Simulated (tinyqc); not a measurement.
Inside a calculation. Model: time-dependent dielectric breakdown: cell percolation, Weibull statistics, area scaling and voltage extrapolation. Computed by tinyqc, a small Python program that keeps every step. Command: `OMP_NUM_THREADS=1 python tinyqc.py 3031251 3031252 out.jsonl tddb walk`. One thread of a shared host (Intel(R) Xeon(R) Processor @ 2.30GHz), about 0.01 s of CPU time with the checks. Intermediate numbers are printed to about 6 digits and carried at full precision; extremes and crossings named in words are read from the listed rows.

The oxide is divided into columns of area a^2, each holding m = t_ox/a cells (m is taken as continuous). A share lambda(t) = (t/t_1)^alpha of the cells is defective, and a column whose cells are all defective breaks down.

Inputs (values chosen for the exercise, for a model gate oxide):

| quantity | value | unit |
|---|---|---|
| oxide thickness t_ox | 2 | nm |
| defect cell size a | 1.2 | nm |
| exponent alpha of defect growth | 0.75 | - |
| time t_1 at which the occupied share would reach 1 | 3.2e+10 | s |
| test area A | 4000 | um^2 |
| product area A_u | 700000 | um^2 |
| stress voltage V | 2.71 | V |
| use voltage V_u | 1.3 | V |
| local exponent n = -d ln t/d ln V at the stress voltage | 33 | - |
| activation energy E_a | 0.65 | eV |
| stress temperature T | 140 | C |
| use temperature T_u | 85 | C |
| allowed failure fraction F | 0.01 | - |

Voltage law used: E.

Constants: k_B = 8.617333262e-05 eV/K.

## Weibull parameters from the cell model

Failure fraction F = 1 - (1 - lambda^m)^N with N = A/a^2 columns, which for small lambda^m is 1 - exp(-(t/t63)^beta) with beta = alpha m and t63 = t_1 N^(-1/beta); critical share lambda(t63) = N^(-1/m). 1 um^2 = 1e6 nm^2.

cells per column m = 1.66667

columns N = 2.77778e+09

Weibull slope beta = 1.25

characteristic life t63 = 891.645 s

critical share of defective cells = 2.15666e-06

Times between F = 10 % and 90 % span a factor 11.8: the smaller beta = alpha m, the wider the scatter. Caution: t_1 is an input here; in a real oxide it changes with thickness at fixed voltage.

## A sample of breakdown times

uniform random numbers u: 0.5483  0.5199  0.9269  0.6061  0.7940  0.3993  0.2909  0.8707  0.3389  0.8107  0.9839  0.4410

Each device fails at t = t63 (-ln(1 - u))^(1/beta). Sort the times; median rank F_i = (i - 0.3)/(n_s + 0.4) for n_s devices; W = ln(-ln(1 - F_i)).

Weibull plot:

| i | t (s) | F_i | ln t | W |
|---|---|---|---|---|
| 1 | 379.49 | 0.056452 | 5.93882 | -2.84546 |
| 2 | 440.22 | 0.137097 | 6.08727 | -1.91425 |
| 3 | 520.02 | 0.217742 | 6.25386 | -1.40417 |
| 4 | 577.96 | 0.298387 | 6.35950 | -1.03740 |
| 5 | 696.04 | 0.379032 | 6.54541 | -0.74134 |
| 6 | 741.94 | 0.459677 | 6.60927 | -0.48518 |
| 7 | 842.55 | 0.540323 | 6.73644 | -0.25202 |
| 8 | 1285.56 | 0.620968 | 7.15895 | -0.03032 |
| 9 | 1340.30 | 0.701613 | 7.20065 | 0.19009 |
| 10 | 1580.71 | 0.782258 | 7.36563 | 0.42163 |
| 11 | 1924.39 | 0.862903 | 7.56236 | 0.68666 |
| 12 | 2772.44 | 0.943548 | 7.92748 | 1.05583 |

## Fitting the sample

W = ln(-ln(1 - F_i)) with the median ranks F_i. Least squares in W: W = beta ln t - beta ln t63. Maximum likelihood: solve sum t^b ln t/sum t^b - 1/b = mean of ln t for b, then t63 = (mean of t^b)^(1/b).

slope by least squares = 1.72523

t63 by least squares = 1235.39 s

slope by maximum likelihood = 1.71201

t63 by maximum likelihood = 1234.55 s

The true values are beta = 1.250 and t63 = 892 s. With 12 devices the standard error of the maximum-likelihood slope is about 0.78 beta/sqrt(n_s) = 0.28; the fits miss by +0.48 and +0.46, and t63 by +39 and +38 %.

## Projection to use conditions

All three voltage laws share the slope n at the stress voltage. Factor t(V_u)/t(V): E law exp(n (1 - V_u/V)); 1/E law exp(n (V/V_u - 1)); power law (V/V_u)^n. Temperatures in kelvin are T(C) + 273.15. Temperature factor exp[(E_a/k_B)(1/T_u - 1/T)]; area factor (A/A_u)^(1/beta); percentile factor (-ln(1 - F))^(1/beta); life = t63 x all four; 1 year = 3.15576e7 s.

voltage factor = 2.86236e+07

temperature factor = 16.5055

area factor = 0.0160535

percentile factor = 0.0252200

projected life = 5.40449 years

Area and percentile together cost 3.4 decades, voltage and temperature return 8.7; a ten-year target is missed.

## Three voltage laws

Life = t63 x voltage, temperature, area and percentile factors, the last three as above.

Log10 of the life in years:

| V_u/V | V_u (V) | E law | 1/E law | power law |
|---|---|---|---|---|
| 1.00 | 2.7100 | -6.72397 | -6.7240 | -6.72397 |
| 0.95 | 2.5745 | -6.00738 | -5.9697 | -5.98885 |
| 0.90 | 2.4390 | -5.29080 | -5.1316 | -5.21397 |
| 0.80 | 2.1680 | -3.85763 | -3.1410 | -3.52594 |
| 0.70 | 1.8970 | -2.42445 | -0.5818 | -1.61220 |
| 0.60 | 1.6260 | -0.99128 | 2.8305 | 0.59704 |
| 0.50 | 1.3550 | 0.44189 | 7.6077 | 3.21002 |
| 0.40 | 1.0840 | 1.87506 | 14.7736 | 6.40805 |

At V_u/V = 0.9 the laws differ by 0.16 decades at most, and at 0.5 by 7.2. The E law is the most cautious and the 1/E law the most hopeful. Ten years are reached at V_u/V = 0.461 (E), 0.650 (1/E), 0.583 (power). Caution: the rows at low voltage extrapolate over many decades and cannot be tested.

Checks made by the program: Weibull form against the exact column count at t63 (relative difference 1e-10).
